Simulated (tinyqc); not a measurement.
Worked calculation: electrons shared among three sets of ellipsoidal valleys. Values are carried at full precision from step to step, so a last printed digit may differ when a step is redone from the rounded ones.

Constants: hbar^2/2m0 = 3.80998211 eV angstrom^2; kB = 8.617333262e-05 eV/K.

Inputs chosen for the exercise (masses and offsets near those of InP; mobilities are free inputs, held fixed; the results hold for these values, not for the real material): ml = (0.077, 1.77, 1.359) m0 (longitudinal masses of Gamma, L, X); mt = (0.077, 0.1308, 0.2712) m0 (transverse masses); M = (1, 4, 3) (valleys in each set); T = 600 K; dE = (0, 0.677, 0.746) eV (edges of Gamma, L, X above the first); n = 9.3e+17 1/cm^3 (total electron density); mu = (4500, 490, 250) cm^2/(V s) (mobility of each set).

## Masses of each set

One valley: m_d = (ml mt^2)^(1/3). Whole set: m_de = M^(2/3) m_d. Mean over three axes: 1/m_c = (1/ml + 2/mt)/3. Anisotropy K = ml/mt.

m_d, m_de, m_c (m0) and K of each set:
```
set       m_d    m_de     m_c      K
Gamma  0.0770  0.0770  0.0770   1.00
L      0.3117  0.7854  0.1892  13.53
X      0.4641  0.9653  0.3699   5.01
```

m_de/m_c is 1.00 for Gamma, 4.15 for L, 2.61 for X: many anisotropic valleys give many states at a light conductivity mass. m_c is the mean over three axes; a set that holds only some of the equivalent valleys conducts with a mass that depends on direction.

## Effective densities of states

N_i = M_i times N = 2 (m kB T/(4 pi c))^(3/2) with c = hbar^2/2m0, in 1/angstrom^3; times 1e24 for 1/cm^3, with m = (ml mt^2)^(1/3).

kT = 0.051704 eV

N_i (1/cm^3): Gamma 1.5165e+18, L 4.9405e+19, X 6.7319e+19

## Fermi level and populations

F_j(eta) = (1/Gamma(j + 1)) integral_0^infinity x^j dx/(1 + exp(x - eta)), which tends to exp(eta) for eta << 0.

Solve n = sum_i N_i F_1/2((EF - dE_i)/kT), energies from the edge of the first set.

EF = -0.0142 eV

eta_i: Gamma -0.27, L -13.37, X -14.70

n_i (1/cm^3): Gamma 9.30e+17, L 7.73e+13, X 2.77e+13

shares: Gamma 0.9999, L 0.0001, X 0.0000

Gamma holds most electrons (100.0 %). Boltzmann weights N_i exp(-dE_i/kT) would give L a share of 0.0001.

## Drift and Hall mobility of the mixture

With f_i the shares, mu_drift = sum f_i mu_i; low-field Hall mobility mu_H = sum f_i mu_i^2/mu_drift (scattering and anisotropy factors set to 1); the Hall density is n mu_drift/mu_H; rho = 1/(e n mu_drift), e = 1.602176634e-19 C.

mu_drift = 4500 cm^2/(V s)
mu_H = 4500 cm^2/(V s)
Hall density = 9.30e+17 1/cm^3
rho = 0.00149 ohm cm

A Hall measurement would read 100.0 % of the true density. The mobilities are of the size met in pure crystals; at this density impurities would cut them and raise rho, by a factor of two to ten or more depending on crystal and density.

## Checks

- Share of L at n = 1e10 1/cm^3 against the Boltzmann weight: both 6.704e-05.

(tinyqc, `OMP_NUM_THREADS=1 python tinyqc.py 1652331 1652332 out.jsonl`, Intel(R) Xeon(R) Processor @ 2.30GHz, 1 thread, shared host, about 0.01 s.)
